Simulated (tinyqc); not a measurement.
Gate sheet resistance from two finger widths.

Problem. At low frequency R = Rsh Wf/(3 L) + B/Wf, where B collects the channel and vertical terms. Find Rsh, B and the width of lowest R.

Inputs (values chosen for the exercise):
- L = 0.29 um (channel length)

input resistance of single fingers, contacted at one end, of width 1.5 and 7.7 um (ohm): [55.218391, 43.112703]

Answer. R Wf is a straight line in Wf^2; the minimum of R lies where both terms are equal.

Rsh = 3.80 ohm/square
B = 73.0 ohm um
width of lowest R = 4.09 um

Computed by the program tinyqc: `OMP_NUM_THREADS=1 python tinyqc.py 2262016 2262017 out.jsonl`, one thread of a shared Intel Xeon 2.30GHz, about 0.01 s for the whole run.
